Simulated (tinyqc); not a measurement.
Hexagonal on-chip spiral inductor, lumped pi model: effect of the oxide below the coil.

Outer diameter do = di + 2 n wd + 2 (n - 1) sp, mean da = (do + di)/2, fill p = (do - di)/(do + di), length l = 3.464 n da. L = 2.33 mu0 n^2 da/(1 + 3.82 p), mu0 = 4 pi 1e-7 H/m. Rs = rho l/(wd delta (1 - exp(-th/delta))), delta = sqrt(rho/(pi f mu0)). Cs = n wd^2 eps0 eo/hu across the coil. At each end Cox = l wd eps0 eo/(2 ho) leads to the substrate branch Rsi = 2 rs he/(l wd) in parallel with Csi = l wd eps0 11.7/(2 he). With one end grounded Y = 1/(Rs + i w L) + i w Cs + 1/[1/(i w Cox) + 1/(1/Rsi + i w Csi)], w = 2 pi f; Q = -Im Y/Re Y. Eddy currents in neighbouring turns and in the substrate are left out.

Peak Q and its frequency from a search over f; self-resonance where Im Y = 0; Q at the given f (negative beyond resonance).

Values chosen for this exercise; values of the order met in silicon radio-frequency processes:
```
symbol,value,unit,meaning
n,1.5,,number of turns
wd,8,um,line width
sp,1.5,um,space between turns
di,40,um,inner diameter
th,3,um,metal thickness
rho,2.2,uohm cm,metal resistivity
hu,1.2,um,oxide between coil and underpass
eo,4.1,,relative permittivity of the oxide
rs,100,ohm cm,substrate resistivity
he,50,um,effective spreading depth in the substrate
f,1.1,GHz,frequency
```

Constants: eps0 = 8.8541878128e-12 F/m. Results are converted to the units shown.

The same in every row: L (nH) = 0.1807; do (um) = 65.50.

Results:
```
ho (um)	peak Q	f of the peak (GHz)	self-resonance (GHz)	Q at f
1	23.40	70.26	166.5	2.745
2	23.62	71.38	168.4	2.745
3	23.82	72.41	170.1	2.745
7	24.47	75.84	175.9	2.745
10	24.85	77.87	179.5	2.745
15	25.34	80.55	184.2	2.745
```

Estimate the missing row, ho = 5 um.

Computed row:
```
ho (um)	peak Q	f of the peak (GHz)	self-resonance (GHz)	Q at f
5	24.17	74.25	173.2	2.745
```

With this row back in the table: As ho goes from 1 to 15, L stays at 0.181 nH, the peak Q rises from 23.4 to 25.3, its frequency rises from 70.3 to 80.6 GHz and the self-resonance rises from 167 to 184 GHz.

tinyqc, about 0.01 s, one thread, Intel Xeon 2.30GHz (shared host): `OMP_NUM_THREADS=1 python tinyqc.py 2302128 2302129 out.jsonl`
